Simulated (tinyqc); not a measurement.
Anisotropic wet etching of Si(100): plane rates, V-grooves, membranes and undercut: one step, computed by the program tinyqc.

A long slot opens the mask on a (100) wafer. The floor etches at R100; (111) walls stand at theta = arctan(sqrt2) = 54.7356 degrees to the surface and recede at R111 along their normal.

Problem. Designing a membrane from the back side. Etch depth d - membrane, time = depth/R100; for a membrane as wide as w the opening must be w + sqrt2 depth - 2 u time; oxide mask consumed R_ox x time; a 1 K error changes the depth by the fraction E/(k_B T^2); a convex mask corner, such as that of a mesa, would retreat by c x depth.

Inputs (values chosen for the exercise, close to those used for tetramethylammonium hydroxide solutions):
```
quantity                                                                  value  unit
activation energy of (100), E                                             0.623    eV
corner undercut rate over (100) rate, c                                       2     -
bath temperature T                                                           40     C
width w (mask opening along <110>, or membrane width in the design step)     11    um
wafer thickness d                                                           300    um
membrane thickness wanted                                                    21    um
```

R100 = 0.06868724 um/min

lateral rate u = 0.005420005 um/min

R_ox = 7.758765e-06 um/min

Constants: k_B = 8.617333262e-05 eV/K.

Give: time to reach the membrane; opening needed; oxide consumed; depth error per kelvin; retreat of a convex corner.

Solution.

time to reach the membrane = 4062 min

opening needed = 361.5 um

oxide consumed = 31.52 nm

depth error per kelvin = 20.57 um

retreat of a convex corner = 558 um

The error per kelvin is 98 % of the membrane, so a timed etch cannot hold it and an etch stop is needed. A corner retreat larger than the depth shows why mesas need compensation structures. Caution: the remaining silicon is too narrow for its thickness to act as a membrane. Caution: rates also depend on concentration, doping, additives and stirring, all held fixed here.
